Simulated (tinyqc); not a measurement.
Kinetics of strain relaxation and threading dislocations in mismatched semiconductor layers. Changing the grading rate (misfit per thickness) R_f. Computed by tinyqc, a small Python program. Command: `OMP_NUM_THREADS=1 python tinyqc.py 3010592 3010593 out.jsonl threading sweep`. One thread of a shared host (Intel(R) Xeon(R) Processor @ 2.30GHz), about 0.01 s of CPU time with the checks.

60-degree dislocations on {111} planes of a (001) layer, isotropic elasticity. The Schmid factor is 1/sqrt(6), and a misfit segment relieves strain with b/2.

Inputs (values chosen for the exercise, modelled on Ge on Si):
```
quantity                               value         unit
misfit f                              0.0389            -
shear modulus G                         53.9          GPa
Poisson ratio nu                        0.26            -
Burgers vector b                           4     angstrom
glide activation energy Q               1.63           eV
velocity prefactor v0                  28000  m/s per MPa
growth temperature of the buffer T_g     673            K
growth rate R_g                         0.18         nm/s
```

Constants: k_B = 8.617333262e-05 eV/K.

Method. In steady grading, strain is fed at R_f R_g and relieved at (b/4) rho v. As a glide-limited estimate, the driving stress is taken as the mean stress of the strained top zone, whose depth z solves R_f z/2 = e_eq(z), with strain R_f z at the surface; tau_g = S R_f z/2 is its mean; then rho = 4 R_f R_g/(b m tau_g), m = v0 exp(-Q/(k_B T_g)), S = (1/sqrt 6) 2 G (1 + nu)/(1 - nu), e_eq(z) = b (1 - nu/4) [ln(z/b) + 1]/(4 pi (1 + nu) z).

One run for each value; columns: (1) grading rate (misfit per thickness) R_f (1/micrometre); (2) thread density of the buffer (1/cm^2); (3) depth z of the strained zone (nm); (4) stress tau_g (MPa); (5) buffer thickness f/R_f (micrometre):
```
(1)             (2)     (3)     (4)     (5)
0.00050  3.0383e+05  908.08   17.01  77.800
0.00097  4.3199e+05  638.68   23.21  40.103
0.00190  6.1795e+05  446.49   31.78  20.474
0.00360  8.6930e+05  317.39   42.81  10.806
0.00690  1.2318e+06  223.99   57.91   5.638
0.01300  1.7315e+06  159.35   77.61   2.992
0.02600  2.5170e+06  109.62  106.78   1.496
0.05000  3.5879e+06   76.90  144.06   0.778
```

Describe and explain the trends.

Over the rows, thread density of the buffer (1/cm^2) rises from 304000 to 3.59e6 (exponent d ln y / d ln x about 0.54 throughout); depth z of the strained zone (nm) falls from 908 to 76.9 (exponent d ln y / d ln x about -0.54 throughout); stress tau_g (MPa) rises from 17.0 to 144 (exponent d ln y / d ln x about 0.46 throughout). The exponent of thread density of the buffer stays between 0.53 and 0.54, near 0.50: the feed goes as R_f and the stress as its root, but for the logarithm. The exponent of depth z of the strained zone stays between -0.54 and -0.53, near -0.50: R_f z against 1/z, but for the logarithm.

Extremes, crossings and ranges named in words are read from the listed rows.
